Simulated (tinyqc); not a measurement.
Admittance spectroscopy and thermally stimulated current of one trap level in a depletion layer: one step, computed by the program tinyqc.

A Schottky junction on n-type material holds one donor-like electron trap; shallow donors are fully ionised and abrupt depletion edges are assumed.

Problem. The capacitance step. With E_c - E_F = k_B T_p ln(N_c/N): lambda = sqrt(2 eps eps_0 (E_t - (E_c - E_F))/(e^2 N)); traps are empty and charged for x < x_t = w - lambda, and V_b = e (N w^2 + N_t x_t^2)/(2 eps eps_0). High frequency: C_hf = eps eps_0/w. Low frequency: C_lf = eps eps_0 (N + N_t)/(N w + N_t x_t).

Inputs (values chosen for the exercise, modelled on n-type germanium): dielectric constant eps = 15.9; shallow doping N = 5.8e+16 1/cm^3; trap density N_t = 1.7e+15 1/cm^3; trap depth E_t below the band = 0.264 eV; band bending V_b = 0.42 V.

E_c - E_F = k_B T_p ln(N_c/N) = 0.08426374 eV

Constants: eps_0 = 8.8541878128e-12 F/m; e = 1.602176634e-19 C.

Give: lambda; depletion width w; crossing point x_t; C_hf; C_lf; step (C_lf - C_hf)/C_hf; small-N_t estimate (N_t/N)(lambda/w).

Solution.

lambda = 73.80 nm

depletion width w = 112.6 nm

crossing point x_t = 38.82 nm

C_hf = 125.0 nF/cm^2

C_lf = 127.4 nF/cm^2

step (C_lf - C_hf)/C_hf = 0.01902

small-N_t estimate (N_t/N)(lambda/w) = 0.01921

Reading N_t/N straight from the step would give 0.0190 against the true 0.0293: the factor lambda/w must be known.
